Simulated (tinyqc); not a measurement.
## Via and link resistance from two via chains

Question. A chain of 2000 vias joined by 2000 metal links has R = 2000 (Rv + Rlink), with Rlink proportional to the link length. Find Rv, Rlink for length L, and the value of Rv that the short chain would give if the links were ignored.

resistance of chains of 2000 links with link lengths L and 3 L (ohm): 15800  21000

Answer. R per link is a straight line in the link length; its intercept at zero length is Rv.

Rv = 6.60 ohm
Rlink = 1.30 ohm
Rv without correction = 7.90 ohm

Computed by the program tinyqc: `OMP_NUM_THREADS=1 python tinyqc.py 2750193 2750194 out.jsonl`, one thread of a shared Intel Xeon 2.30GHz, about 0.01 s for the whole run.
